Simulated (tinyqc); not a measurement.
# True capacitance, leakage and series resistance from two frequencies

Problem. A capacitance C in parallel with G and in series with Rs is measured as Cp and D = Gp/(w Cp) at two frequencies. The series reading Cs = Cp (1 + D^2) equals C + G^2/(w^2 C), and Re Z = D/(w Cp (1 + D^2)) = Rs + G/(G^2 + w^2 C^2). Find C, G and Rs.

f (Hz): [50000, 1.5e5]
Cp (pF): [40.2513875, 40.2513855]
D: [0.578689781, 0.193105682]

Solution. w^2 Cs = w^2 C + G^2/C is a straight line in w^2 with slope C; the intercept gives G, and the real part then gives Rs.

C = 40.3 pF
G = 7.32 uS
Rs = 6.20 ohm

tinyqc, about 0.01 s, one thread, Intel Xeon 2.30GHz (shared host): `OMP_NUM_THREADS=1 python tinyqc.py 2022135 2022136 out.jsonl`
